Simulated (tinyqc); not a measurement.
Speciation in dilute and buffered hydrofluoric acid, oxide etch rate and bath loading: one step, computed by the program tinyqc. Command: `OMP_NUM_THREADS=1 python tinyqc.py 3120505 3120506 out.jsonl hfetch walk`. One thread of a shared host (Intel(R) Xeon(R) Processor @ 2.30GHz), about 0.01 s of CPU time with the checks.

Concentrations stand for activities, NH4+ and Cl- are spectators, and water ionisation is neglected. H, F and HF2 denote the ions H+, F- and HF2-. The base temperature is 298 K.

Question. One trial. Fluoride balance: [HF] + [F] + 2 [HF2] + 2 [H2F2] = HF added + NH4F added. Acid balance: [H] + [HF] + [HF2] + 2 [H2F2] = HF added + HCl added. For a trial [H], [HF] = [H][F]/K1, and the fluoride balance is a quadratic in [F]. Take pH = 3. The residual is the left side of the acid balance less the right.

Inputs (values chosen for the exercise, of the order of those for thermal oxide at room temperature):

| quantity | value | unit |
|---|---|---|
| HF added | 2.5 | mol/L |
| NH4F added | 1.6 | mol/L |
| HCl added | 0 | mol/L |
| K1 = [H][F]/[HF] | 0.000697 | mol/L |
| K2 = [HF2]/([HF][F]) | 3.54 | L/mol |
| K3 = [H2F2]/[HF]^2 | 3.06 | L/mol |

Give: [F]; [HF]; [HF2]; [H2F2]; residual.

Answer.

[F] = 0.37433 mol/L

[HF] = 0.53706 mol/L

[HF2] = 0.71168 mol/L

[H2F2] = 0.88262 mol/L

residual = 0.51498 mol/L

The residual is positive: the trial holds too much acid, so the pH lies above 3.
